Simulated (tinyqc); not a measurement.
Avalanche multiplication and breakdown of a junction from ionisation integrals: one step, computed by the program tinyqc. Command: `OMP_NUM_THREADS=1 python tinyqc.py 3016351 3016352 out.jsonl impact walk`. One thread of a shared host (Intel(R) Xeon(R) Processor @ 2.30GHz), about 0.01 s of CPU time with the checks.

Ionisation coefficients follow the local field. Position x runs through the depletion layer from the p side (x = 0), where electrons enter, to the n side (x = w), where holes enter. The built-in voltage is neglected.

Problem. Coefficients at the critical field. alpha_n = a_n exp(-(b_n/F)^c), alpha_p = a_p exp(-(b_p/F)^c).

Inputs (values chosen for the exercise, modelled on germanium): electron prefactor a_n = 1.53e+07 1/cm; electron field b_n = 1.57e+06 V/cm; hole prefactor a_p = 9.49e+06 1/cm; hole field b_p = 1.32e+06 V/cm; exponent c = 1.

Junction: linearly graded.

critical field F_m = 0.1789739 MV/cm

Give: alpha_n; alpha_p; ratio k = alpha_p/alpha_n; shorter ionisation length.

Solution.

alpha_n = 2371 1/cm

alpha_p = 5945 1/cm

ratio k = alpha_p/alpha_n = 2.507

shorter ionisation length = 1.682 micrometre

Holes ionise more readily at the peak field.
